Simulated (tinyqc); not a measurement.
## Stacked nanosheet transistor, parasitic resistance, capacitance and delay: what each parasitic element costs

Ns sheets share one contact on top; each has perimeter p = 2 (Ws + ts) and cross-section A = Ws ts; contact width Wc = Ws + 10 nm, stack height Hs = Ns pv. Sheet 1 is the top one. Contact length Lc = CPP - Lg - 2 Lsp, shared by two neighbouring gates. Source and drain sides are equal. The formulas are first-order estimates, not field solutions.

Epitaxy sheet resistance Rsh = re/te, transfer length LT = sqrt(rc/Rsh), contact Rc = [sqrt(rc Rsh)/Wc] coth(Lc/(2 LT)); extension of one sheet Rx = rx Lsp/A. With N sheets: gate Cg = Cinv p N Lg; per side, plate Cp = ks eps0 [Wc (Hs + Hc) - N A]/Lsp, top fringe Cf = (2/pi) ks eps0 Wc ln(1 + Lg/(2 Lsp)), overlap Co = Cinv p N Lov. One sheet: I = p Q vx u/(1 + |u|^1.8)^(1/1.8), Q = Cinv n Vt ln(1 + exp((Vg' - VT + dl Vd')/(n Vt))), u = Vd' mu/(vx Lg), Vg' = Vgs - v, Vd' = Vds - 2 v, with the drop on each side v_j = Rc sum I + rv (sum over levels k = 2..j of the current of sheets k..Ns) + Rx I_j. Ieff = [I(Vgs = Vdd, Vds = Vdd/2) + I(Vdd/2, Vdd)]/2, total currents. With Cs = Cp + Cf + Co, the load of an inverter of two such devices driving an equal one is CL = 2 (Cg + 2 Cs) + 4 Cs + Cw (own drains counted twice for the Miller effect); delay CL Vdd/(2 Ieff). Each row removes one element and keeps the rest.

Inputs (values chosen for the exercise); values close to those of silicon logic devices: temperature T = 300 K; number of sheets Ns = 3; sheet width Ws = 50 nm; sheet thickness ts = 7 nm; vertical pitch of the sheets pv = 12 nm; vertical resistance between sheet levels rv = 36 ohm; contacted gate pitch CPP = 70 nm; gate length Lg = 16 nm; spacer length Lsp = 5 nm; relative permittivity of the spacer ks = 4.5; gate height above the channel stack Hc = 30 nm; contact resistivity rc = 1.4e-9 ohm cm^2; resistivity of the source-drain epitaxy re = 0.00033 ohm cm; current-carrying depth of the epitaxy te = 20 nm; resistivity of the extension rx = 0.00079 ohm cm; gate overlap Lov = 0.5 nm; inversion capacitance Cinv = 2.5 uF/cm^2; injection velocity vx = 1.1e7 cm/s; apparent mobility mu = 120 cm^2/(V s); threshold at zero drain voltage VT = 0.29 V; barrier lowering dl = 0.054 V/V; subthreshold factor n = 1.24; wire load Cw = 0.33 fF; supply voltage Vdd = 0.8 V.

Constants: q = 1.602176634e-19 C, kB = 1.380649e-23 J/K, eps0 = 8.8541878128e-12 F/m, Vt = kB T/q. Results are converted to the units shown.

One element removed at a time:
```
,Ieff (uA),CL (aF),delay (ps)
as given,242.0,834.9,1.380
no contact resistance,280.0,834.9,1.193
no extension resistance,252.7,834.9,1.322
no vertical resistance,247.6,834.9,1.349
air spacer (ks = 1),242.0,681.6,1.126
no overlap,242.0,800.7,1.323
no wire,242.0,504.9,0.8345
```

What does the comparison show?

Gains in delay, largest first: no wire 40 %, air spacer (ks = 1) 18 %, no contact resistance 14 %, no extension resistance 4.2 %, no overlap 4.1 %, no vertical resistance 2.2 %.

tinyqc, about 0.05 s, one thread, Intel Xeon 2.30GHz (shared host): `OMP_NUM_THREADS=1 python tinyqc.py 2170042 2170043 out.jsonl`
